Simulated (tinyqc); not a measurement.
Sp3 tight binding, zinc-blende lattice, step by step. One step of it, computed by the program tinyqc.

Question. Levels at k. Diagonalise the Hermitian matrix.

H(k) at k (eV), order a s, a px, a py, a pz, c s, c px, c py, c pz:
$$\begin{pmatrix}
-13.150000 & 0.000000 & 0.000000 & 0.000000 & -2.817365-0.186162i & 1.026823+0.248003i & -0.051359-4.958341i & 0.626384+0.406548i \\
0.000000 & -6.090000 & 0.000000 & 0.000000 & -1.026823-0.248003i & 0.900262+0.059486i & 0.634425+0.411767i & -0.052018-5.021993i \\
0.000000 & 0.000000 & -6.090000 & 0.000000 & 0.051359+4.958341i & 0.634425+0.411767i & 0.900262+0.059486i & 1.040005+0.251187i \\
0.000000 & 0.000000 & 0.000000 & -6.090000 & -0.626384-0.406548i & -0.052018-5.021993i & 1.040005+0.251187i & 0.900262+0.059486i \\
-2.817365+0.186162i & -1.026823+0.248003i & 0.051359-4.958341i & -0.626384+0.406548i & -13.150000 & 0.000000 & 0.000000 & 0.000000 \\
1.026823-0.248003i & 0.900262-0.059486i & 0.634425-0.411767i & -0.052018+5.021993i & 0.000000 & -6.090000 & 0.000000 & 0.000000 \\
-0.051359+4.958341i & 0.634425-0.411767i & 0.900262-0.059486i & 1.040005-0.251187i & 0.000000 & 0.000000 & -6.090000 & 0.000000 \\
0.626384-0.406548i & -0.052018+5.021993i & 1.040005-0.251187i & 0.900262-0.059486i & 0.000000 & 0.000000 & 0.000000 & -6.090000
\end{pmatrix}$$

Give: eigenvalues; weights |c|^2 of the basis functions.

Answer.

eigenvalues (eV): [-18.0055, -14.1152, -11.3792, -11.2662, -3.4097, -3.0297, -0.9056, -0.7289]

weights |c|^2 of the basis functions, order a s, a px, a py, a pz, c s, c px, c py, c pz:
$$\begin{pmatrix}
0.4318 & 0.3215 & 0.0032 & 0.0006 & 0.1682 & 0.0722 & 0.0001 & 0.0024 \\
0.0018 & 0.0152 & 0.2555 & 0.2160 & 0.0219 & 0.0126 & 0.2330 & 0.2440 \\
0.0651 & 0.1543 & 0.0323 & 0.0069 & 0.3024 & 0.4098 & 0.0009 & 0.0283 \\
0.0012 & 0.0089 & 0.2091 & 0.2765 & 0.0075 & 0.0054 & 0.2660 & 0.2253 \\
0.4318 & 0.3215 & 0.0032 & 0.0006 & 0.1682 & 0.0722 & 0.0001 & 0.0024 \\
0.0018 & 0.0152 & 0.2555 & 0.2160 & 0.0219 & 0.0126 & 0.2330 & 0.2440 \\
0.0651 & 0.1543 & 0.0323 & 0.0069 & 0.3024 & 0.4098 & 0.0009 & 0.0283 \\
0.0012 & 0.0089 & 0.2091 & 0.2765 & 0.0075 & 0.0054 & 0.2660 & 0.2253
\end{pmatrix}$$
